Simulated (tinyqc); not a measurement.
Raising U: Hubbard ring of 6 sites, mean field against exact. Computed by the program tinyqc. Collinear unrestricted mean field (the lowest of 40 random starts) against exact diagonalisation.

one-body matrix (hopping and site energies) (eV):
```
         1        2        3        4        5        6
1   0.0000  -1.9900   0.0000   0.0000   0.0000  -1.9900
2  -1.9900   0.0000  -1.9900   0.0000   0.0000   0.0000
3   0.0000  -1.9900   0.0000  -1.9900   0.0000   0.0000
4   0.0000   0.0000  -1.9900   0.0000  -1.9900   0.0000
5   0.0000   0.0000   0.0000  -1.9900   0.0000  -1.9900
6  -1.9900   0.0000   0.0000   0.0000  -1.9900   0.0000
```

electrons, up and down: 3  3

Exact and mean-field results (eV):

| U | U/t | E exact | E mean field | mean \|n_up - n_down\| | double occupancy, exact | first gap in the sector |
|---|---|---|---|---|---|---|
| 0.9900 | 0.4975 | -14.484651 | -14.435000 | 0.0000 | 0.2333 | 3.6439 |
| 1.9900 | 1.0000 | -13.136305 | -12.935000 | 0.0000 | 0.2161 | 3.2959 |
| 3.9800 | 2.0000 | -10.764819 | -9.950000 | 0.0000 | 0.1808 | 2.6130 |
| 7.9600 | 4.0000 | -7.300725 | -5.644281 | 0.7578 | 0.1111 | 1.5329 |
| 11.9400 | 6.0000 | -5.270550 | -3.875734 | 0.8914 | 0.0637 | 0.9653 |
| 15.9200 | 8.0000 | -4.075780 | -2.939843 | 0.9384 | 0.0391 | 0.6936 |
| 23.8800 | 12.0000 | -2.785716 | -1.976374 | 0.9724 | 0.0186 | 0.4513 |
| 39.8000 | 20.0000 | -1.696490 | -1.191030 | 0.9900 | 0.0070 | 0.2706 |

Estimate the missing row, U = 5.97.

Computed row:
```
U          U/t    E exact  E mean field  mean |n_up - n_down|  double occupancy, exact  first gap in the sector
5.9700  3.0000  -8.822374     -7.266050                0.5539                   0.1446                   2.0072
```

In absolute terms mean field is worst at U/t = 4.0, 1.656 eV too high: at small U it is nearly exact, and at large U it misses only exchange-scale energies. Its local moments set in at U/t = 3.0 of those listed, a broken symmetry that the exact state of a finite cluster with equal spins does not have. Relative to the exact energy its error is 0.3 % at the smallest U, 30 % at most and 30 % at the largest. The double occupancy falls from 0.233 to 0.007; at the largest U the first gap is 0.68 times the exchange scale 4t^2/U.
